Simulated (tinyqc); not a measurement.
# Thermal stress and diffusional relaxation in a metal film: Coble and Nabarro-Herring creep, cooling and holds, step by step

A worked calculation. Computed by tinyqc, a small Python program that keeps every step. Command: `OMP_NUM_THREADS=1 python tinyqc.py 3025454 3025455 out.jsonl creep walk`. One thread of a shared host (Intel(R) Xeon(R) Processor @ 2.30GHz), about 0.07 s of CPU time with the checks. Intermediate numbers are printed to about 6 digits and carried at full precision; extremes and crossings named in words are read from the listed rows.

A thin film on a rigid substrate is stress-free at T0. Tension is positive and the film creeps linearly: d sigma/dt = -M (mismatch) dT/dt - sigma/tau.

Inputs (values chosen for the exercise, modelled on silver films on silicon):

| quantity | value | unit |
|---|---|---|
| biaxial modulus M | 133 | GPa |
| expansion mismatch | 16.7 | 1e-6/K |
| atomic volume Omega | 17 | angstrom^3 |
| lattice prefactor D0 | 3.5e-05 | m^2/s |
| lattice energy E | 1.91 | eV |
| boundary prefactor (delta D_b)0 | 4.6e-15 | m^3/s |
| boundary energy E_b | 0.906 | eV |
| grain size d | 0.24 | um |
| stress-free temperature T0 | 400 | C |
| hold temperature T | 190 | C |
| hold time t | 0.01 | h |
| cooling rate | 10 | C/min |
| yield stress | 380 | MPa |

Constants: k_B = 1.380649e-23 J/K; k_B = 8.617333262e-05 eV/K.

## Elastic stress after a quench

Thermoelastic slope = M x mismatch; sigma_0 = slope x (T0 - T).

thermoelastic slope = 2.2211 MPa/K

stress after a quench sigma_0 = 466.431 MPa

Caution: the elastic stress exceeds the yield stress, so dislocation glide would cap it first.

## Creep at the hold temperature

Creep rate per stress: Nabarro-Herring 14 D Omega/(k_B T d^2), Coble (14 pi) delta D_b Omega/(k_B T d^3), with D = D0 exp(-E/(k_B T)), delta D_b = (delta D_b)0 exp(-E_b/(k_B T)); 1/tau = M x (sum of both)/2 (biaxial strain rate is half the uniaxial one). Temperatures in kelvin are T(C) + 273.15. sigma(t) = sigma_0 exp(-t/tau), relaxed part sigma_0 - sigma(t); the grain size where both mechanisms are equal is pi delta D_b/D.

Nabarro-Herring rate = 3.72139e-20 1/(Pa s)

Coble rate = 5.38747e-12 1/(Pa s)

relaxation time tau = 7.75338e-04 h

stress after the hold = 0.00116797 MPa

stress relaxed during the hold = 466.430 MPa

crossover grain size = 3.47449e+07 um

Coble creep is 1.4e8 times as fast as Nabarro-Herring creep at this grain size. The crossover size is formal, far above any film grain. Caution: bulk creep laws overstate relaxation in a bonded film, where the substrate constrains boundary diffusion, and dislocation glide is left out.

## Stress after cooling to room temperature

Cooling from T0 at the constant rate: d sigma/dT = -slope + sigma/(tau(T) x rate), integrated to 25 C (stiff solver, tolerance 1e-9). Effective stress-free temperature T_eff = 25 C + sigma/slope.

stress at 25 C = 209.095 MPa

effective stress-free temperature = 119.140 C

Creep during cooling removes 74.9 % of the elastic value. Caution: bulk creep laws overstate relaxation in a bonded film, and dislocation glide would cap stresses above the yield stress.

## Where a fixed hold relaxes most

For each hold temperature: sigma_0 = slope (T0 - T), relaxed stress sigma_0 (1 - exp(-t/tau)), initial rate sigma_0/tau. In confined lines the relaxed part appears as void volume.

Holds:

| T (C) | sigma_0 (MPa) | tau (h) | relaxed (MPa) | initial rate (MPa/h) |
|---|---|---|---|---|
| 25 | 832.9125 | 1.42598e+02 | 5.84078e-02 | 5.84099e+00 |
| 65 | 744.0685 | 2.49584e+00 | 2.97527e+00 | 2.98124e+02 |
| 105 | 655.2245 | 1.04100e-01 | 6.00134e+01 | 6.29421e+03 |
| 145 | 566.3805 | 8.05490e-03 | 4.02721e+02 | 7.03150e+04 |
| 185 | 477.5365 | 9.82583e-04 | 4.77518e+02 | 4.86001e+05 |
| 225 | 388.6925 | 1.69223e-04 | 3.88692e+02 | 2.29692e+06 |
| 265 | 299.8485 | 3.80809e-05 | 2.99849e+02 | 7.87399e+06 |
| 305 | 211.0045 | 1.05882e-05 | 2.11005e+02 | 1.99284e+07 |
| 345 | 122.1605 | 3.48996e-06 | 1.22160e+02 | 3.50034e+07 |
| 385 | 33.3165 | 1.32165e-06 | 3.33165e+01 | 2.52083e+07 |

The relaxed stress peaks at 185 C among these rows: colder holds have more stress but slower diffusion, hotter ones faster diffusion but less stress. The initial rate peaks about k_B T^2/E_b = 43 K below T0 when boundaries dominate; its largest row is 345 C. Caution: dislocation glide would cap stresses above the yield stress; capping layers can block the surface and boundary paths, and threshold stresses are ignored.

Checks made by the program: cooling integral by quadrature (relative difference 4e-09).
